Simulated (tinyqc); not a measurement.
Mass from the capacitance plateau.

Question. Once one two-dimensional band is degenerate, Cq = q gv md m0 q/(pi hbar^2) and 1/C_G = 1/Cox + 1/Cq (no traps). Find Cq, md and the oxide-equivalent thickness 3.9 eps0/Cq that it adds.

Values chosen for this exercise: valley degeneracy gv = 1.

Constants: q = 1.602176634e-19 C, hbar = 1.054571817e-34 J s, m0 = 9.1093837015e-31 kg, eps0 = 8.8541878128e-14 F/cm where lengths are in cm. Results are converted to the units shown.

C_G on the plateau = 0.52559612 uF/cm^2
Cox = 0.67708495 uF/cm^2

Answer. Removing Cox from the series leaves Cq, which is proportional to gv md.

Cq = 2.349 uF/cm^2
md = 0.03510 m0
added thickness = 1.470 nm

Computed by the program tinyqc: `OMP_NUM_THREADS=1 python tinyqc.py 2200023 2200024 out.jsonl`, one thread of a shared Intel Xeon 2.30GHz, about 0.01 s for the whole run.
